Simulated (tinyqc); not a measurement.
Electron mobility of a polar semiconductor by Rode's iterative solution of the Boltzmann equation: one step, computed by the program tinyqc. Command: `OMP_NUM_THREADS=1 python tinyqc.py 3018061 3018062 out.jsonl rode walk`. One thread of a shared host (Intel(R) Xeon(R) Processor @ 2.30GHz), about 0.01 s of CPU time with the checks.

The distribution is f(E) + e F l(E) (-df/dE) cos(theta) for a weak field F, theta counted from the force; l(E) is a mean free path. Elastic processes enter by their momentum rate, polar optical phonons by out- and in-scattering terms. One valley only: where upper valleys lie close, measured mobilities are lower. The density n is prescribed, even where a narrow-gap material would have more intrinsic carriers.

Task: Fermi level and screening. Parabolic band: E = hbar^2 k^2/(2 m), speed v = hbar k/m, states per spin, volume and energy g(E) = m k/(2 pi^2 hbar^2). Masses are multiplied by m_0 and all formulas are in SI units. The reduced Fermi level eta = E_F/(k_B T) solves n = 2 Z int g f dE with f = 1/(1 + exp(x - eta)) (Z = 1 unless valleys are given); screening length L_s = sqrt(eps_s eps_0 k_B T/(e^2 dn/deta)), dn/deta = 2 Z int g f (1 - f) dE. Integrals over x = E/(k_B T) use 160 Gauss-Legendre points in u = sqrt(x) from 0 to sqrt(max(eta, 0) + 32). N_I = n (1 + C)/(1 - C).

Inputs (values chosen for the exercise, modelled on InSb): effective mass m = 0.0131 m_0; static permittivity eps_s = 16.8; electron density n = 1e+17 1/cm^3; compensation ratio C = 0.47; temperature T = 500 K.

Band: parabolic. Elastic processes: acoustic, piezoelectric, impurity.

Constants: k_B = 8.617333262e-05 eV/K; m_0 = 9.1093837015e-31 kg; e = 1.602176634e-19 C; hbar = 1.054571817e-34 J s; eps_0 = 8.8541878128e-12 F/m; k_B = 1.380649e-23 J/K.

Give: reduced Fermi level eta; screening length L_s; ionised impurity density N_I.

Result:

reduced Fermi level eta = 0.64069

screening length L_s = 23.854 nm

ionised impurity density N_I = 2.7736e+17 1/cm^3

Caution: the gas is degenerate, and screening of the polar coupling, left out here, would raise the mobility.
